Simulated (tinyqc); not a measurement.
Worked calculation: geometry relaxation of a small cluster. Computed by tinyqc, a small Python program that keeps every step. Command: `OMP_NUM_THREADS=1 python tinyqc.py 3024890 3024891 out.jsonl relax walk`. One thread of a shared host (Intel(R) Xeon(R) Processor @ 2.30GHz), about 0.01 s of CPU time with the checks. Intermediate numbers are printed to about 5 digits and carried at full precision; extremes and crossings named in words are read from the listed rows.

E = sum_(i<j) phi(r_ij), phi(r) = eps [exp(-2 alpha (r - r0)) - 2 exp(-alpha (r - r0))]; the force on i is -sum_j phi'(r_ij) (R_i - R_j)/r_ij.

Inputs (values chosen for the exercise, for model atoms):

| quantity | value | unit |
|---|---|---|
| length r0 | 2.37 | angstrom |
| well depth eps | 0.5 | eV |
| stiffness alpha | 2.53 | 1/angstrom |
| step factor eta | 0.022 | angstrom^2/eV |
| largest number of steps | 500 | - |

Potential: Morse. Method: conjugate gradient.

starting positions (angstrom):
```
            x     y      z
atom 1  -0.11  0.16  -0.12
atom 2   2.44  -0.1  -0.16
atom 3   2.38  2.32   0.01
atom 4  -0.01  2.46  -0.15
atom 5    1.2  1.05   1.41
atom 6   1.11     1  -1.53
```

## Energy and forces at the start

Evaluate E and the forces at the starting positions.

distances (angstrom): 1-2 2.5635, 1-3 3.2989, 1-4 2.3024, 1-5 2.2021, 1-6 2.0450, 2-3 2.4267, 2-4 3.5435, 2-5 2.3076, 2-6 2.2036, 3-4 2.3994, 3-5 2.2283, 3-6 2.3931, 4-5 2.4261, 4-6 2.3001, 5-6 2.9418

energy at the start = -5.0174 eV

forces (eV/angstrom):
```
              x        y        z
atom 1  -4.8618  -4.3218   3.6463
atom 2   0.8006  -0.8178   0.9401
atom 3   0.4296   0.3900  -1.1085
atom 4   0.1378   0.6629   0.5408
atom 5  -0.0392   0.3515   2.1072
atom 6   3.5331   3.7351  -6.1259
```

## The first two steps

Conjugate gradient (Polak-Ribiere): d = F + beta d(old), beta = max(0, F.(F - F(old))/|F(old)|^2), d = F at first; step length from one secant, s = eta (F.d)/(F.d - F(R + eta d).d), replaced by eta if that is not positive; R(new) = R + s d. No atom moves more than 0.3 angstrom a step (the whole step is scaled). Stop when the largest force component is below 1e-5 eV/angstrom.

positions after step 1 (angstrom):
```
              x        y        z
atom 1  -0.2141   0.0674  -0.0419
atom 2   2.4571  -0.1175  -0.1399
atom 3   2.3892   2.3284  -0.0137
atom 4  -0.0070   2.4742  -0.1384
atom 5   1.1992   1.0575   1.4551
atom 6   1.1857   1.0800  -1.6612
```

energy after step 1 = -5.9804 eV

positions after step 2 (angstrom):
```
              x        y        z
atom 1  -0.2029   0.0502  -0.0802
atom 2   2.4211  -0.1003  -0.1161
atom 3   2.3982   2.3231  -0.0822
atom 4   0.0401   2.4160  -0.1160
atom 5   1.1752   1.0748   1.5190
atom 6   1.1782   1.1262  -1.6645
```

energy after step 2 = -6.0919 eV

## All steps

The formulas are those given above.

Course of the relaxation:

| step | E (eV) | largest force (eV/angstrom) | force calls |
|---|---|---|---|
| 0 | -5.0174 | 6.1259e+00 | 1 |
| 1 | -5.9804 | 6.5990e-01 | 3 |
| 2 | -6.0919 | 6.2027e-01 | 5 |
| 3 | -6.1667 | 1.0233e+00 | 7 |
| 4 | -6.1668 | 1.0198e+00 | 9 |
| 5 | -6.2248 | 2.3747e-01 | 11 |
| 6 | -6.2411 | 1.8986e-01 | 13 |
| 7 | -6.2438 | 4.9424e-02 | 15 |
| 8 | -6.2443 | 7.6199e-03 | 17 |
| 9 | -6.2443 | 3.8716e-03 | 19 |
| 10 | -6.2443 | 1.6642e-03 | 21 |
| 11 | -6.2443 | 1.4162e-04 | 23 |
| 12 | -6.2443 | 6.3746e-05 | 25 |
| 13 | -6.2443 | 1.1465e-05 | 27 |
| 14 | -6.2443 | 1.3389e-06 | 29 |

final positions (angstrom):
```
              x        y        z
atom 1  -0.0662   0.0262  -0.0978
atom 2   2.2905  -0.0862  -0.0998
atom 3   2.4029   2.2704  -0.0822
atom 4   0.0462   2.3828  -0.0802
atom 5   1.1692   1.1358   1.5783
atom 6   1.1675   1.1608  -1.7583
```

final energy = -6.2443 eV

steps = 14

largest force at the end = 1.3389e-06 eV/angstrom

Converged in 14 steps.

## Curvatures at the end

Hessian at the final positions by central differences of the forces; six eigenvalues vanish (translations and rotations). Steepest descent is stable for eta below 2/lambda_max and contracts the softest mode by 1 - eta lambda_min a step.

non-zero eigenvalues (eV/angstrom^2): 5.926  5.926  6.784  6.784  6.784  13.927  13.927  13.927  20.711  20.711  20.711  26.817

condition number = 4.5251

largest stable eta = 0.074579 angstrom^2/eV

contraction of the softest mode = 0.86962

All are positive, so the end point is a minimum.

## Four methods from the same start

Steepest descent: R(new) = R + eta F. BFGS: R(new) = R + B F with the inverse Hessian B = eta 1 at first; with s = R(new) - R, y = F - F(new), rho = 1/(y.s): B(new) = (1 - rho s y^T) B (1 - rho y s^T) + rho s s^T, skipped if y.s is not positive. FIRE with unit mass: if F.v > 0, v = (1 - a) v + a |v| F/|F|, and after more than 5 such steps in a row dt = min(1.1 dt, 5 dt0), a = 0.99 a; else v = 0, a = 0.1, and dt = dt/2 (not at the first step). Then v = v + dt F, R(new) = R + dt v. dt0 = sqrt(eta), a = 0.1 at first. In this comparison each method may take up to 1500 steps.

Cost:

| method | steps | force calls | final E (eV) | calls to reach 1e-2 |
|---|---|---|---|---|
| steepest descent | 89 | 90 | -6.2443 | 41 |
| conjugate gradient | 14 | 29 | -6.2443 | 17 |
| BFGS | 25 | 26 | -6.2443 | 13 |
| FIRE | 95 | 96 | -6.2443 | 37 |

In force calls the order is BFGS (26), conjugate gradient (29), steepest descent (90), FIRE (96). All that converged end at the same energy. Near the minimum steepest descent multiplies the slowest mode by 0.870 in size a step, 16 steps a decade of force, at a condition number of 4.5. On this problem it beats FIRE in force calls.

Checks made by the program: forces against finite differences of E (relative difference 3e-10).
